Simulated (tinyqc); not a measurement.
Comparisons within one model: band folding and unfolding in a supercell of a chain. A value that a table varies takes the place of the one given here.

A chain with hopping -t and n = 6 sites a supercell. H(K) has v_j on the diagonal, -t between neighbours and -t exp(2 pi i K) on the bond that closes the cell (from the last site to the first of the next cell). The point K holds the n wave vectors k_m = (K + m)/n of the primitive zone, in 2 pi/a, m = 0 to n - 1, with E0 = -2t cos(2 pi k_m). The unfolding weight of a state c on k_m is |sum_j c_j exp(-2 pi i k_m j)|^2/n, j = 0 to n - 1.

Parameters, chosen for this exercise:
```
symbol  value                                     unit        meaning
t       0.84                                      eV          hopping
v       (-0.61, 0.61, -0.61, -0.61, 0.61, -0.61)  eV          site energies in the supercell
Kq      0.15                                      2 pi/(n a)  wave vector in the small zone
```

## Minigaps against first-order theory

Gap i lies between minibands i and i + 1, at K = 1/2 for odd i and K = 0 for even i, where k = +/- i/(2n) are degenerate; first order gives 2|V_i|, the Fourier component V_q = (1/n) sum_j v_j exp(-2 pi i q j/n) for q equal to the number of the gap. Computed for the potential at full and at half strength.

Gaps (eV):
```
i  E0 at the crossing  2|V_i|     gap  gap at half strength
1             -1.4549  0.0000  0.0000                0.0000
2             -0.8400  0.8133  0.6670                0.3715
3              0.0000  0.0000  0.0000                0.0000
4              0.8400  0.8133  0.9223                0.4367
5              1.4549  0.0000  0.0000                0.0000
```

Halving the potential about halves gap 4, the scaling of first order; where the ratio is further from 2, higher orders count. For i = 1, 3 and 5 no gap opens at the printed digits. The largest miss of first order is 146 meV, at i = 2; the potential spans 1.45 t.

## From folded lines to real minibands

The potential is scaled by x. For the lowest level at K: energy, second-order estimate E0(k_0) + x V_0 - x^2 sum_m |V_m|^2/(E0(k_m) - E0(k_0)), weight on k_0, and width of the lowest miniband between K = 0 and 1/2.

Lowest level:
```
x      E (eV)  second order (eV)  weight on k_0  miniband width (eV)
0.00  -1.6593            -1.6593          1.000               0.2251
0.25  -1.7182            -1.7185          0.997               0.2228
0.50  -1.7916            -1.7945          0.989               0.2169
1.00  -1.9735            -1.9967          0.964               0.1989
1.50  -2.1898            -2.2658          0.935               0.1787
2.00  -2.4294            -2.6020          0.908               0.1600
3.00  -2.9514            -3.4754          0.863               0.1296
4.00  -3.5059            -4.6168          0.830               0.1077
```

Second order is -23.1 meV off at x = 1 and -524 meV at x = 3. The weight on the parent k falls to 0.96 at x = 1 and 0.83 at x = 4, and the miniband narrows from 0.225 to 0.108 eV as the state gathers on the low sites. While the weight stays near one the primitive band is still the right picture and the folded copies carry little spectral weight.

## What each change does

The two lowest levels at K and the weight of the lowest on k_0. Each row changes one parameter from the base and keeps the others.

Results:
```
case                                           level 1 (eV)  level 2 (eV)  weight
base                                                -1.9735       -1.5070  0.9638
t = 0.924 eV                                        -2.1313       -1.6020  0.9688
v = (0.61, -0.61, 0.61, 0.61, -0.61, 0.61) eV       -1.6053       -1.1943  0.9365
Kq = 0.425 2 pi/(n a)                               -1.8463       -1.7345  0.9494
```

The largest shifts from the base row, up to three for each result and ties (the steps differ in size, so this ranks the rows, not the parameters). level 1 (eV): v +0.3682, t -0.1577, Kq +0.1272. level 2 (eV): v +0.3127, Kq -0.2274, t -0.0949. weight: v -0.0273, Kq -0.0144, t +0.0050.

Run: tinyqc, `OMP_NUM_THREADS=1 python tinyqc.py 1481208 1481209 out.jsonl`; Intel(R) Xeon(R) Processor @ 2.30GHz, one thread, shared host; about 0.01 s of CPU time with all checks.
